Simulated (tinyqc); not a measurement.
From results back to parameters: exchange-split free-electron bands and tunnelling magnetoresistance. Five cases, with inputs chosen for the exercise.

Problem. The electron density n_up + n_dn and the polarisation of the density of states, P = (k_up - k_dn)/(k_up + k_dn), are given; EF and Dx are hidden.

Majority and minority bands E = c k^2/m -/+ Dx/2, c = hbar^2/2m0, so k_up = sqrt(m (EF + Dx/2)/c), k_dn = sqrt(m (EF - Dx/2)/c); n_s = k_s^3/(6 pi^2), D_s = m k_s/(4 pi^2 c).

Constants: hbar^2/2m0 = 3.80998211 eV angstrom^2.

Case 1.

Values chosen: m = 1.26 m0 (mass in the electrodes).
n = 0.0503178 1/angstrom^3
P = 0.119953

Case 2.

Values chosen: m = 0.85 m0 (mass in the electrodes).
n = 0.0335828 1/angstrom^3
P = 0.380058

Case 3.

Values chosen: m = 1.1 m0 (mass in the electrodes).
n = 0.0333834 1/angstrom^3
P = 0.279587

Case 4.

Values chosen: m = 1.03 m0 (mass in the electrodes).
n = 0.0752406 1/angstrom^3
P = 0.275838

Case 5.

Values chosen: m = 1.13 m0 (mass in the electrodes).
n = 0.0182617 1/angstrom^3
P = 0.275359

Find: k_up, k_dn; EF; Dx.

Solution. k_dn/k_up = (1 - P)/(1 + P); n then fixes k_up; EF is the mean and Dx the difference of the two kinetic energies.

Case 1.

k_up, k_dn (1/angstrom): 1.2612  0.9911

EF = 3.89 eV
Dx = 1.84 eV

Case 2.

k_up, k_dn (1/angstrom): 1.2217  0.5488

EF = 4.02 eV
Dx = 5.34 eV

Case 3.

k_up, k_dn (1/angstrom): 1.1882  0.6690

EF = 3.22 eV
Dx = 3.34 eV

Case 4.

k_up, k_dn (1/angstrom): 1.5559  0.8831

EF = 5.92 eV
Dx = 6.07 eV

Case 5.

k_up, k_dn (1/angstrom): 0.9704  0.5514

EF = 2.10 eV
Dx = 2.15 eV

Computed by tinyqc, one run a case: `OMP_NUM_THREADS=1 python tinyqc.py N N+1 out.jsonl` with N = 1651445, 1651453, 1651496, 1651535, 1651563; one thread of a shared Intel(R) Xeon(R) Processor @ 2.30GHz, about 0.01 s a run at most.
